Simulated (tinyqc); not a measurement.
Input admittance of a MOSFET at zero drain bias: distributed channel and distributed gate: dividing a fixed width into fingers.

Source and drain grounded, strong inversion, w = 2 pi f, Cox = eps0 eox/tox. The channel is an RC line of resistance 1/(mu Cox Vo) per square fed from both ends, so one finger has the intrinsic admittance y = i w Cox L tanh(g)/g per width, g = (1/2) sqrt(i w tau), tau = L^2/(mu Vo). The vertical resistance rv/L is in series with y, the overlaps 2 i w Cov in parallel: y_t = 1/(1/y + rv/L) + 2 i w Cov. The gate strip is a line of Rsh/L per length loaded by y_t, so a finger has Y = y_t Wf tanh(k)/k, k = (Wf/sd) sqrt(y_t Rsh/L); the device has Nf Y.

Low-frequency limits, with c = Cox L and ct = c + 2 Cov: R_strip = Rsh Wf/(3 sd^2 L Nf), R_ch = (c/ct)^2 L/(12 mu Cox Vo Wf Nf), R_vert = (c/ct)^2 rv/(L Wf Nf), C = ct Wf Nf. Total width Wf Nf = 290 um; each finger also has a contact resistance Rc at each contacted end, which adds Rc/(sd Nf). The resistances are low-frequency limits, good while |k| is below about 1; the far-point signal is |1/cosh k| at f, without Rc.

Inputs (values chosen for the exercise); values of the order met in silicon radio-frequency transistors: relative permittivity of the gate insulator (close to silicon nitride) eox = 7.41; insulator thickness tox = 6.5 nm; channel length L = 0.27 um; channel mobility mu = 310 cm^2/(V s); gate overdrive Vo = 0.25 V; sheet resistance of the gate Rsh = 8.1 ohm/square; vertical resistivity of the gate stack rv = 0 ohm um^2; number of ends at which a finger is contacted sd = 2; overlap and fringe capacitance on each side Cov = 0.27 fF/um; frequency f = 12 GHz.

Constants: eps0 = 8.8541878128e-14 F/cm where lengths are in cm. Results are converted to the units shown.

The same in every row: R_ch + R_vert (ohm) = 0.6909.

Result of one run:
```
Nf  Wf (um)  R_strip (ohm)  Rc/(sd Nf) for Rc = 30 ohm (ohm)  sum (ohm)  signal at the far point
32    9.062         0.7080                            0.4688      1.868                   0.9944
```

What becomes of these results when the number of fingers Nf is changed from 32 to 4, all else the same?

Result of the changed run:
```
Nf  Wf (um)  R_strip (ohm)  Rc/(sd Nf) for Rc = 30 ohm (ohm)  sum (ohm)  signal at the far point
4     72.50          45.31                             3.750      49.75                   0.2109
```

The whole series:
```
Nf   Wf (um)  R_strip (ohm)  Rc/(sd Nf) for Rc = 30 ohm (ohm)  sum (ohm)  signal at the far point
1      290.0          725.0                             15.00      740.7                 2.430e-4
2      145.0          181.2                             7.500      189.4                  0.02205
4      72.50          45.31                             3.750      49.75                   0.2109
8      36.25          11.33                             1.875      13.89                   0.6843
16     18.12          2.832                            0.9375      4.460                   0.9572
32     9.062         0.7080                            0.4688      1.868                   0.9944
64     4.531         0.1770                            0.2344      1.102                   0.9990
128    2.266        0.04425                            0.1172     0.8523                   0.9998
```

R_strip falls as 1/Nf^2, from 725 to 0.0443 ohm, the contact term as 1/Nf, and R_ch + R_vert stays at 0.691 ohm since the total width is fixed. The sum is within a factor 1.5 of that floor from Nf = 128 on. More fingers add wiring capacitance, which is left out.

Program tinyqc, `OMP_NUM_THREADS=1 python tinyqc.py 2262009 2262010 out.jsonl`; Intel Xeon 2.30GHz, shared host, one thread, about 0.01 s.
